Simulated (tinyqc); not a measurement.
Thresholds of impact ionisation and Auger recombination from band masses, step by step. Values are carried at full precision from step to step, so a last printed digit may differ when a step is redone from the rounded ones.

Parabolic bands, no phonon. At threshold the three slow carriers share one velocity. With M their total mass and m4 the mass of the fast carrier, the fast carrier has the kinetic energy E_T = G M/(M - m4) and the slow ones together E_a = G m4/(M - m4), the activation energy of the Auger rate. CCCH (fast electron): G = Eg, M = 2 me + mh, m4 = me. CHHS (hole into the split-off band): G = Eg - Dso, M = 2 mh + me, m4 = ms; this form holds for Eg > Dso (below, the process needs about Dso - Eg and is marked by a dash). CHHL (hole into the light band): G = Eg, M = 2 mh + me, m4 = ml. CHHH (fast heavy hole): G = Eg, M = 2 mh + me, m4 = mh.

Constants: kB = 8.617333262e-05 eV/K; hbar^2/2m0 = 3.80998211 eV angstrom^2.

Parameters, chosen for this exercise (near those of CdTe, gap at low temperature and not tied to T; shifted at random, so the results belong to these values and not to a real crystal):
```
symbol  value   unit  meaning
Eg      1.567   eV    gap at Gamma to the s-like level
Dso     0.932   eV    spin-orbit splitting
me      0.0984  m0    electron mass at Gamma
mh      0.55    m0    heavy-hole mass
ms      0.301   m0    split-off mass
ml      0.1151  m0    light-hole mass
T       200     K     temperature
```

## Thresholds of four processes

Give G, M, m4, E_T, E_a and E_a/kT.

Results:
```
process  G (eV)       M      m4  E_T (eV)  E_a (eV)  E_a/kT
CCCH     1.5670  0.7468  0.0984    1.8048    0.2378   13.80
CHHS     0.6350  1.1984  0.3010    0.8480    0.2130   12.36
CHHL     1.5670  1.1984  0.1151    1.7335    0.1665    9.66
CHHH     1.5670  1.1984  0.5500    2.8962    1.3292   77.12
```

The lowest activation energy is that of CHHL (166 meV), then CHHS (213 meV). At equal G a light fast carrier takes up the energy with little momentum, so little is asked of the slow ones; CHHH asks 0.85 Eg. For equal masses E_T would be 3/2 Eg; for electrons here it is 1.152 Eg.

## Momenta at the CCCH threshold

At the threshold of the parabolic CCCH process the fast electron has E_T = Eg M/(M - me), M = 2 me + mh, and the slow carriers E_a = E_T - Eg together. It has k4 = sqrt(me E_T/c), c = hbar^2/2m0; the slow carriers share k4 in proportion to their masses. Give the wave vectors and kinetic energies, and check that they add up to E_a.

k4 = 0.21590 1/angstrom

electron, electron, hole (1/angstrom): 0.02845  0.02845  0.15900

their kinetic energies (meV): 31.33  31.33  175.14

sum = 237.81 meV

The hole carries 74 % of the momentum and of the energy of the slow carriers.

## Non-parabolicity raises the threshold

Non-parabolic fast electron: E (1 + alpha E) = c k^2/me with alpha = (1 - me)^2/Eg; the slow carriers stay parabolic, so E_T = Eg + me E_T (1 + alpha E_T)/M, M = 2 me + mh (the root between Eg and 1.9 Eg).

Give alpha, E_T, E_a = E_T - Eg and k4.

alpha = 0.5188 1/eV
E_T = 2.1784 eV
E_a = 0.6114 eV
k4 = 0.34618 1/angstrom

E_a is 2.57 times the parabolic value, since an electron at E_T above the edge has 1 + alpha E_T = 2.13 times the squared momentum, and E_T itself is 1.21 times higher. In the real crystal the L valleys lie below this energy, so the fast electron may not stay in the Gamma valley.

## Temperature dependence

For non-degenerate carriers at fixed densities the Auger coefficient goes as exp(-E_a/kT), up to slowly varying powers of T. Give exp(-E_a/kT) for the parabolic and the non-parabolic CCCH value, and the characteristic temperature T0 = kT^2/E_a of each.

Boltzmann factors: 1.018e-06  3.925e-16

T0 (K): 14  6

Non-parabolicity lowers the factor by 2.6e+09 times; direct CCCH is then negligible, and processes with lower thresholds, or assisted by phonons or defects, take over.

## Checks

- Largest energy that an electron at k4 can give to a pair, by numerical search, against Eg (eV): both 1.5670.

Run: tinyqc, `OMP_NUM_THREADS=1 python tinyqc.py 1851213 1851214 out.jsonl`; Intel(R) Xeon(R) Processor @ 2.30GHz, one thread, shared host; about 0.01 s of CPU time with all checks.
